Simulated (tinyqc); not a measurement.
# Circular transfer-length structure: what changes with what

A disc contact of radius r0 and a very wide ring contact from r1 = r0 + sp outwards lie on a thin layer; the metal has no resistance and the sheet resistance under the contacts equals Rsh.

Inputs (values chosen for the exercise):
```
symbol,value,unit,meaning
Rsh,130,ohm/sq,sheet resistance of the semiconductor layer
rc,3.9e-9,ohm cm^2,specific contact resistivity
r0,0.64,um,radius of the inner contact
sp,0.47,um,gap between the contacts
```

Each table varies one quantity; the others keep the values above.

## Resistance against gap

Transfer length Lt = sqrt(rc/Rsh). R = (Rsh/2 pi) [(Lt/r0) I0(r0/Lt)/I1(r0/Lt) + ln(r1/r0) + (Lt/r1) K0(r1/Lt)/K1(r1/Lt)] with modified Bessel functions; for r0 >> Lt both ratios tend to 1. The last column is Rsh (sp + 2 Lt)/(2 pi r0).

Resistance against gap:

| sp (um) | R (ohm) | large-radius form (ohm) | linear form (ohm) |
|---|---|---|---|
| 0.04 | 4.709 | 4.692 | 4.835 |
| 0.059 | 5.237 | 5.216 | 5.449 |
| 0.086 | 5.966 | 5.940 | 6.322 |
| 0.13 | 7.100 | 7.069 | 7.744 |
| 0.18 | 8.318 | 8.280 | 9.360 |
| 0.27 | 10.34 | 10.30 | 12.27 |
| 0.39 | 12.77 | 12.72 | 16.15 |
| 0.58 | 16.11 | 16.05 | 22.29 |
| 0.84 | 19.95 | 19.88 | 30.70 |

R rises from 4.71 to 19.9 ohm. The linear form is 2.7 % above it in the first row and 54 % above it in the last, where ln(1 + sp/r0) has bent well below sp/r0. A straight line through the end rows, read with the linear form, gives Rsh = 76.6 ohm/sq and Lt = 0.104 um, against 130 and 0.0548.

## Effect of the inner radius

Same model as above.

Effect of the inner radius:

| r0 (um) | r0/Lt | inner contact (ohm) | rc/(pi r0^2) (ohm) | Rsh Lt/(2 pi r0) (ohm) |
|---|---|---|---|---|
| 0.022 | 0.4017 | 261.6 | 256.5 | 51.51 |
| 0.038 | 0.6938 | 91.04 | 85.97 | 29.82 |
| 0.065 | 1.187 | 34.28 | 29.38 | 17.43 |
| 0.11 | 2.008 | 14.74 | 10.26 | 10.30 |
| 0.19 | 3.469 | 7.105 | 3.439 | 5.964 |
| 0.33 | 6.025 | 3.762 | 1.140 | 3.434 |
| 0.57 | 10.41 | 2.091 | 0.3821 | 1.988 |
| 0.99 | 18.07 | 1.178 | 0.1267 | 1.145 |
| 1.7 | 31.04 | 0.6776 | 0.04296 | 0.6666 |

What does the comparison show?

The inner contact goes as r0^(-1.93) between the first two rows, where it is 2.0 % above rc over the area, and as r0^(-1.02) between the last two, where it is 1.7 % above the rim form: a small disc uses its whole area, a large one only a rim of width Lt.

Numbers from tinyqc (`OMP_NUM_THREADS=1 python tinyqc.py 2760021 2760022 out.jsonl`; about 0.01 s on one thread of a shared Intel Xeon 2.30GHz).
